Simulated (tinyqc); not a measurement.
Inside a calculation: thin-film optics by transfer matrices. Values are carried at full precision from step to step, so a last printed digit may differ when a step is redone from the rounded ones.

Indices N = n + i k. Snell: N0 sin(theta) = N_j sin(theta_j), with Im(N_j cos theta_j) >= 0. Admittance y_j = N_j cos theta_j for s and N_j/cos theta_j for p. Phase delta_j = 2 pi N_j cos theta_j d_j/lambda. Layer matrix [[cos delta, -i sin delta/y], [-i y sin delta, cos delta]], multiplied from the top down to M. (B, C) = M (1, y_sub); r = (y0 B - C)/(y0 B + C), R = |r|^2, T = 4 Re y0 Re y_sub/|y0 B + C|^2, absorbed in the films 1 - R - T.

Inputs chosen for the exercise (indices near those of Si3N4 on Al; shifted at random, so the results belong to these values and not to a real crystal):
- lam = 365 nm (vacuum wavelength)
- n0 = 1 (ambient index)
- n = (2.06, 0.415) (n of Si3N4, substrate)
- k = (0, 4.425) (k in the same order)
- d = (129) nm (thicknesses, top first)
- theta = 0 degrees (angle of incidence)
- pol = s (polarisation)

## Angles, admittances and phases

Form cos theta_j, y_j and delta_j.

cos theta_j: ambient 1.0000, film 1 1.0000, substrate 1.0000

y_j: ambient 1.0000, film 1 2.0600, substrate 0.4150+4.4250i

delta_j (rad): film 1 4.5745

## Layer matrices and their product

Form each matrix and multiply from the top down.

M:
```
         1        2
1  -0.1374  0.4808i
2  2.0404i  -0.1374
```

Each matrix has determinant 1, and so has M.

## Reflection and transmission

Close the stack on the substrate.

B, C: -2.2651+0.1995i  -0.0570+1.4322i

r = 0.3868+0.8027i
R = 0.7939
T into the substrate = 0.2061
absorbed in the films = 0.0000

The bare substrate would reflect 0.9231.

## Checks

- R against the recursion of Airy sums from the substrate up: both 0.79392.

(tinyqc, `OMP_NUM_THREADS=1 python tinyqc.py 1680278 1680279 out.jsonl`, Intel(R) Xeon(R) Processor @ 2.30GHz, 1 thread, shared host, about 0.02 s.)
